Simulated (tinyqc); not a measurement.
MOS structure on a p-type body, non-linear Poisson equation by Newton steps: charge and capacitance against gate voltage.

One dimension, insulator interface at x = 0, acceptor density Na, uniform, net doping C = -(acceptor density). psi is counted from the intrinsic level: n = ni exp((psi - Vb)/Vt), p = ni exp(-psi/Vt); deep in the body psi_b = -Vt ln(Na/ni). The gate acts through Cox = eps0 eox/tox and has the potential psi_G = Vg - (phiM - chi - Vt ln(Nc/ni)). Boltzmann statistics, full ionisation, classical densities, no oxide or interface charge.

ni = sqrt(Nc Nv) exp(-Eg/(2 Vt)), Eg in volts. The Poisson equation d/dx(eps0 eps_r dpsi/dx) = -q (p - n + C), with eps0 eps_r dpsi/dx = -Cox (psi_G - psi_0) at x = 0, is solved on a mesh of about 600 nodes or more. N_inv is the integral of n less its value deep in the body. C_LF = Cox (1 - dpsi_0/dVg) with all carriers following; C_HF is the same with the electron quasi-Fermi level shifting uniformly so that N_inv stays fixed. The centroid is that of the same excess.

Parameters, values chosen for the exercise; band and dielectric values close to those of silicon:
```
symbol,value,unit,meaning
T,400,K,temperature
Eg,1.1,eV,band gap
eps_r,11.7,,relative permittivity
Nc,4.25e19,cm^-3,conduction-band density of states at T
Nv,4.08e19,cm^-3,valence-band density of states at T
chi,4.01,eV,electron affinity
Na,2.8e17,cm^-3,acceptor density deep in the body
eox,3.9,,relative permittivity of the gate insulator (close to silicon dioxide)
tox,4.7,nm,insulator thickness
phiM,4.3,eV,gate work function
Vb,0,V,electron quasi-Fermi potential against the body
```

Constants: q = 1.602176634e-19 C, kB = 1.380649e-23 J/K, Vt = kB T/q, eps0 = 8.8541878128e-14 F/cm where lengths are in cm. Results are converted to the units shown.

Charge and capacitance against gate voltage:
```
Vg (V)	psi_0 - psi_b (V)	N_inv (cm^-2)	C_LF/Cox	C_HF/Cox	centroid (nm)
0.27	0.597	4.59e8	0.218	0.217	1.68
0.39	0.691	6.42e9	0.227	0.204	1.53
0.52	0.782	8.25e10	0.421	0.194	1.41
0.65	0.838	3.69e11	0.695	0.189	1.30
0.77	0.867	7.64e11	0.807	0.188	1.22
0.9	0.888	1.25e12	0.863	0.187	1.14
1.03	0.903	1.76e12	0.893	0.187	1.07
1.15	0.915	2.26e12	0.911	0.187	1.02
1.28	0.926	2.80e12	0.925	0.187	0.964
```

What does the table show?

N_inv goes from 4.59e8 to 2.80e12 cm^-2 and passes 2e11 cm^-2 at Vg = 0.585 V. Below threshold it takes 105 mV a decade between Vg = 0.27 and 0.39 V, against Vt ln 10 = 79.4 mV. C_LF/Cox is lowest, 0.218, at Vg = 0.27 V among the rows listed and ends at 0.925, while C_HF/Cox ends at 0.187. Between the last two rows q dN_inv/dVg is 0.911 Cox. Where the classical centroid is under about 2 nm, confinement would move the charge away from the interface and raise the threshold. Above about 2e12 cm^-2 degeneracy matters too.

Computed by the program tinyqc: `OMP_NUM_THREADS=1 python tinyqc.py 2080026 2080027 out.jsonl`, one thread of a shared Intel Xeon 2.30GHz, about 0.3 s for the whole run.
